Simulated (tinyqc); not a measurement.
Capacitance measurement on a leaky thin oxide: effects of series resistance and leakage: one step of the calculation.

The device is a capacitance C in parallel with a leakage conductance G, in series with Rs and Ls. An impedance meter reports either a parallel pair (Cp, Gp) from Y = 1/Z = Gp + i w Cp or a series pair (Cs, Rm) from Z = Rm + 1/(i w Cs); w = 2 pi f, dissipation D = Gp/(w |Cp|).

Question. What the meter reports. Z = Rs + i w Ls + 1/(G + i w C).

Parameters, values chosen for the exercise; values of the order met in thin-oxide MOS capacitors: series resistance Rs = 330 ohm; series inductance Ls = 0 nH; measuring frequency f = 2e5 Hz.

C = 6.2218617 pF
G = 3.6363636 uS

Give: Z; Cp; Gp; Cs; D.

Answer.

Z = (0.492-1.052i) x 1e5 ohm
Cp = 6.207 pF
Gp = 3.652 uS
Cs = 7.568 pF
D = 0.4682

Cp is 0.24 % below C and Cs is 22 % above it; G Rs = 0.00120, w C Rs = 0.00258 and G/(w C) = 0.465.

tinyqc, about 0.01 s, one thread, Intel Xeon 2.30GHz (shared host): `OMP_NUM_THREADS=1 python tinyqc.py 2022116 2022117 out.jsonl`
